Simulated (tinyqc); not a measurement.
Oxide trap near a transistor channel: two-state multiphonon kinetics, telegraph noise and bias instability: one step, computed by the program tinyqc. Command: `OMP_NUM_THREADS=1 python tinyqc.py 3000804 3000805 out.jsonl oxidetrap walk`. One thread of a shared host (Intel(R) Xeon(R) Processor @ 2.30GHz), about 0.01 s of CPU time with the checks.

An n-channel device under positive gate bias. The trap is empty (state 1) or holds an electron (state 2); both states are parabolas of equal curvature, and the electron reservoir is taken at the Fermi level of the channel.

Task: Tunnelling factor. kappa = sqrt(2 m_ox phi_b)/hbar = sqrt(m_ox phi_b/(hbar^2/2m_0)); attenuation length lambda = 1/(2 kappa); factor exp(-x/lambda) for a rectangular barrier.

Inputs (values chosen for the exercise, with an insulator like SiO2 on silicon): insulator constant eps_ox = 3.83; trap depth x from the interface = 1 nm; tunnel barrier phi_b = 3.16 eV; tunnelling mass m_ox = 0.41 m_0; oxide field F = 6.8 MV/cm.

Parts treated: one trap.

Constants: hbar^2/(2 m_0) = 3.80998212 eV angstrom^2.

Give: kappa; attenuation length lambda; tunnelling factor.

Result:

kappa = 5.831 1/nm

attenuation length lambda = 0.08574 nm

tunnelling factor = 8.608e-06

Caution: a field 1.5 times as high comes near the usual breakdown field of such an insulator.
